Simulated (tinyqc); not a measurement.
Worked calculation: coherent transport through a tight-binding region between two chains. One step of it, computed by the program tinyqc.

Question. Transmission at E = 0.62 eV. Surface Green function g = (E - i sqrt(4 t^2 - E^2)) / (2 t^2); self-energy tc^2 g on each contact site; G = (E - H - Sigma)^(-1); Gamma = -2 Im Sigma; T = Gamma_L Gamma_R |G_LR|^2; local density of states -Im G_ii / pi.

H of the central region (eV):
```
[[0.250000, -1.080000, 0.000000, 0.000000, 0.000000],
 [-1.080000, -0.920000, -1.080000, 0.000000, 0.000000],
 [0.000000, -1.080000, -0.610000, -1.080000, 0.000000],
 [0.000000, 0.000000, -1.080000, -0.970000, -1.080000],
 [0.000000, 0.000000, 0.000000, -1.080000, -0.920000]]
```

Leads: semi-infinite chains with site energy 0:
```
parameter                           value
lead hopping t (eV)              1.800000
coupling to the left lead (eV)   1.460000
coupling to the right lead (eV)  0.540000
left contact site                       1
right contact site                      5
```

E = 0.620000 eV

Give: g; G; local density of states; transmission.

Answer.

g = 0.096-0.547i 1/eV

G (1/eV):
```
[[0.010-0.796i, 0.064+0.111i, -0.102+0.637i, 0.052-0.837i, 0.026+0.595i],
 [0.064+0.111i, 0.110-0.087i, 0.704+0.012i, -0.912+0.073i, 0.639-0.119i],
 [-0.102+0.637i, 0.704+0.012i, -0.902-0.655i, 1.249+0.733i, -0.937-0.425i],
 [0.052-0.837i, -0.912+0.073i, 1.249+0.733i, -0.510-0.908i, 0.428+0.603i],
 [0.026+0.595i, 0.639-0.119i, -0.937-0.425i, 0.428+0.603i, 0.307-0.463i]]
```

local density of states (1/eV): [0.253, 0.028, 0.208, 0.289, 0.147]

transmission = 0.264
